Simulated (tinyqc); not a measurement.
Smearing for a one-band metal on the fcc lattice: one step. Levels on the mesh. Two cases, with inputs chosen for the exercise.

Question. Evaluate the band and collect equal energies with their counts.

Lattice vectors (units of a): a1 = (0, 1/2, 1/2), a2 = (1/2, 0, 1/2), a3 = (1/2, 1/2, 0). E(k) = -t A_1(k) - t2 A_2(k), A_m the sum of cos(k . R) over the 12 nearest and 6 second lattice vectors. Mesh k = sum (j_i/N) b_i, j_i = 0 .. N-1.

Case 1.

Values chosen:
- t = 0.77 eV (nearest hopping)
- t2 = -0.04 eV (second hopping)
- N = 4 (unshifted mesh)

Case 2.

Values chosen:
- t = 1.17 eV (nearest hopping)
- t2 = -0.03 eV (second hopping)
- N = 4 (unshifted mesh)

Give: Distinct levels.

Answer.

Case 1.

Distinct levels:
```
E_k (eV)  points
-9.0000        1
-4.6200        8
-3.0000        6
-0.2400        4
-0.0800       12
1.5400        24
3.1600         6
3.3200         3
```

8 distinct levels; the mean spacing is 1.760 eV.

Case 2.

Distinct levels:
```
E_k (eV)  points
-13.8600       1
-7.0200        8
-4.6200        6
-0.1800        4
-0.0600       12
2.3400        24
4.7400         6
4.8600         3
```

8 distinct levels; the mean spacing is 2.674 eV.

Computed by tinyqc, one run a case: `OMP_NUM_THREADS=1 python tinyqc.py N N+1 out.jsonl` with N = 1651429, 1651554; one thread of a shared Intel(R) Xeon(R) Processor @ 2.30GHz, about 0.3 s a run at most.
